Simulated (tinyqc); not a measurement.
# Changing the source-to-wafer distance h

Model: vacuum evaporation: vapour pressure, source flux, thickness distribution, purity and step coverage. Computed by tinyqc, a small Python program. Command: `OMP_NUM_THREADS=1 python tinyqc.py 3114173 3114174 out.jsonl evap sweep`. One thread of a shared host (Intel(R) Xeon(R) Processor @ 2.30GHz), about 0.01 s of CPU time with the checks.

Molecular flow, unit sticking of the metal, no re-evaporation. The background gas is taken as water vapour (18.015 g/mol, collision diameter 0.37 nm) at 300 K.

Inputs (values chosen for the exercise, modelled on indium, with constants for the liquid):
```
quantity                    value    unit
molar mass M                114.8   g/mol
film density rho             7.31  g/cm^3
vapour-pressure constant A  10.36       -
vapour-pressure constant B  12240       K
source temperature T         1160       K
source area                   2.1    cm^2
directionality n                4       -
wafer radius R                 10      cm
background pressure p       8e-06      Pa
sticking of background gas      1       -
```

Constants: u = 1.6605390666e-27 kg; k_B = 1.380649e-23 J/K; R = 8.314462618 J/(mol K).

Method:
- log10(p_v/Pa) = A - B/T; flux from the surface Phi = p_v/sqrt(2 pi m k_B T), m = M u.
- Mass loss = Phi x area x m; heat of evaporation = ln(10) R B; d ln Phi/dT = ln(10) B/T^2 - 1/(2 T).
- A small source emits (n + 1) Phi area cos^n(phi)/(2 pi) per solid angle; on a parallel plane at height h and lateral distance l the arrival rate is (n + 1) Phi area/(2 pi h^2) x (1 + (l/h)^2)^(-(n + 3)/2). Growth rate = arrival rate x m/rho, m = M u. The wafer is fixed and centred above the source.
- Mean free path lambda = k_B T_g/(sqrt2 pi d^2 p); unscattered share exp(-h/lambda); gas arrival p/sqrt(2 pi m_g k_B T_g); impurity ratio = sticking x gas arrival/metal arrival; monolayer time = 1e15 cm^-2/(sticking x gas arrival).

One run for each value; columns: (1) source-to-wafer distance h (cm); (2) non-uniformity (max - min)/(max + min) (%); (3) growth rate at the centre (nm/s); (4) share of the material that lands on the wafer, 1 - (1 + (R/h)^2)^(-(n + 1)/2) (%); (5) impurity ratio:
```
(1)     (2)     (3)     (4)      (5)
12   72.725  1.4052  73.243  0.00532
17   47.771  0.7002  52.426  0.01068
32   16.163  0.1976  20.780  0.03784
45    8.415  0.0999  11.353  0.07483
62    4.491  0.0526   6.219  0.14204
86    2.350  0.0274   3.302  0.27329
120   1.211  0.0141   1.715  0.53210
```

Give the missing row, source-to-wafer distance h (cm) = 23.

Computed row; columns: (1) source-to-wafer distance h (cm); (2) non-uniformity (max - min)/(max + min) (%); (3) growth rate at the centre (nm/s); (4) share of the material that lands on the wafer, 1 - (1 + (R/h)^2)^(-(n + 1)/2) (%); (5) impurity ratio:
```
(1)     (2)     (3)     (4)      (5)
23   29.406  0.3825  35.135  0.01955
```

Interpolating between the two neighbouring rows (the first column on a logarithmic scale, the others too where they are positive) misses most in share of the material that lands on the wafer, 1 - (1 + (R/h)^2)^(-(n + 1)/2) (%), by 4.1 %. Over the rows, non-uniformity (max - min)/(max + min) (%) falls from 72.7 to 1.21 (exponent d ln y / d ln x -1.2 between the first rows and -2.0 between the last); growth rate at the centre (nm/s) falls from 1.41 to 0.0141 (exponent d ln y / d ln x about -2.0 throughout); share of the material that lands on the wafer, 1 - (1 + (R/h)^2)^(-(n + 1)/2) (%) falls from 73.2 to 1.72 (exponent d ln y / d ln x -0.96 between the first rows and -2.0 between the last). At the high end the exponent of non-uniformity (max - min)/(max + min) is -1.99, close to -2: the fall-off goes as (R/h)^2. The exponent of growth rate at the centre stays at -2: a point source. The exponent of impurity ratio stays at 2: the metal flux falls as 1/h^2. A longer throw buys uniformity with rate, material use and purity.
